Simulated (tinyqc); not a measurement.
Ballistic transport through the one-dimensional subbands of a rectangular nanowire or nanosheet channel: one step, computed by the program tinyqc.

Hard walls, parabolic subbands, transport along x. Energies are counted from the bulk conduction band edge at the top of the barrier, which the gate pulls down by U; the source Fermi level lies at the bulk edge when U = 0.

Problem. Conductance, capacitance and scattering. Linear conductance G = (2 e^2/h) sum_i g f(eta_i), g = 1, f = 1/(1 + exp(-eta_i)), with the barrier frozen at the eta_i above; current per perimeter I/(2(a + b)); with scattering, transmission lambda/(lambda + L) and low-bias resistance (1 + L/lambda)/G.

Inputs (values chosen for the exercise, modelled on GaN): mass m = 0.19 m_0; height a = 3.4 nm; width b = 3.9 nm; temperature T = 300 K; mean free path for back-scattering lambda = 8.4 nm; channel length L = 46 nm.

Valleys: single isotropic valley.

Occupation:
```
subband      eta_i    n_i (1/nm)  I_i (microampere)
1         19.38825  7.654410e-01       2.788465e+01
2          4.28859  2.302115e-01       8.617381e+00
3         -0.47903  4.434468e-02       9.655533e-01
4        -15.57868  1.737085e-08       3.435197e-07
5        -20.87750  8.681135e-11       1.716750e-09
6        -33.59116  2.612776e-16       5.166933e-15
7        -40.74477  2.043278e-19       4.040714e-18
8        -48.69081  7.234459e-23       1.430661e-21
9        -56.11002  4.337959e-26       8.578594e-25
10       -73.85690  8.509665e-34       1.682841e-32
```

ballistic current I = 37.46759 microampere

Constants: e = 1.602176634e-19 C; h = 6.62607015e-34 J s.

Give: open modes sum g f; ballistic conductance; current per perimeter; transmission; low-bias resistance with scattering.

Solution.

open modes sum g f = 2.369

ballistic conductance = 183.5 microsiemens

current per perimeter = 2566 microampere/micrometre

transmission = 0.1544

low-bias resistance with scattering = 35.28 kiloohm

Even without scattering the wire has h/(2 e^2 M) = 5.45 kiloohm, which sits in the contacts. Caution: confinement energies this large call for non-parabolicity and barrier penetration, which lower the subbands and raise the mass.
